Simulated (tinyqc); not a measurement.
Capacitance measurement on a leaky thin oxide: effects of series resistance and leakage: readings against frequency.

The device is a capacitance C in parallel with a leakage conductance G, in series with Rs and Ls. An impedance meter reports either a parallel pair (Cp, Gp) from Y = 1/Z = Gp + i w Cp or a series pair (Cs, Rm) from Z = Rm + 1/(i w Cs); w = 2 pi f, dissipation D = Gp/(w |Cp|).

EOT = 3.9 tox/eox; CET = EOT + zc + zp; C = 3.9 eps0 A/CET; G = Jg A/Vs. Z = Rs + i w Ls + 1/(G + i w C); CET read from Cp = 3.9 eps0 A/Cp; errors under 0.001 % are printed as 0.

Values chosen for this exercise; values of the order met in thin-oxide MOS capacitors: relative permittivity of the gate insulator (close to silicon dioxide) eox = 3.9; insulator thickness tox = 1.1 nm; gate area A = 100 um^2; oxide-equivalent thickness added by the accumulation layer zc = 0.28 nm; oxide-equivalent thickness added by gate depletion zp = 0.1 nm; gate leakage current density, not matched to the thickness Jg = 2.8 A/cm^2; voltage for an e-fold rise of the leakage Vs = 0.21 V; series resistance Rs = 21 ohm; series inductance Ls = 0 nH.

Constants: eps0 = 8.8541878128e-14 F/cm where lengths are in cm. Results are converted to the units shown.

The same in every row: C (pF) = 2.333.

Readings against frequency:
```
f (Hz)  Cp (pF)  Cs (pF)        D  error of Cp (%)  error of Cs (%)  CET read from Cp (nm)
1000      2.332  1.930e6    909.8          -0.0560           8.27e7                  1.481
3000      2.332  2.145e5    303.3          -0.0560           9.19e6                  1.481
10000     2.332  1.930e4    90.98          -0.0560           8.27e5                  1.481
30000     2.332     2147    30.33          -0.0560           9.19e4                  1.481
1e5       2.332    195.3    9.098          -0.0560             8270                  1.481
3e5       2.332    23.78    3.033          -0.0560              919                  1.481
1e6       2.332    4.263   0.9101          -0.0560             82.7                  1.481
3e6       2.332    2.548   0.3042          -0.0561             9.19                  1.481
1e7       2.332    2.352  0.09406          -0.0569            0.827                  1.481
3e7       2.332    2.335  0.03956          -0.0645           0.0919                  1.481
```

What does the table show?

D falls from 910 to 0.0396; without inductance its minimum lies at f = sqrt(G (1 + G Rs)/Rs)/(2 pi C) = 5.44e7 Hz. The error of Cp goes from -0.0560 to -0.0645 % and that of Cs from 8.27e7 to 0.0919 %; at low frequency Cp tends to C/(1 + G Rs)^2 and Cs grows as 1 + (G/(w C))^2. One of the two readings is within 2 % of C for f = 1000, 3000, 10000, 30000, 1e5, 3e5, 1e6, 3e6, 1e7, 3e7 Hz. For f = 1000, 3000, 10000, 30000, 1e5, 3e5 D exceeds 1, where the accuracy of real meters degrades in proportion to sqrt(1 + D^2).

Program tinyqc, `OMP_NUM_THREADS=1 python tinyqc.py 2022133 2022134 out.jsonl`; Intel Xeon 2.30GHz, shared host, one thread, about 0.01 s.
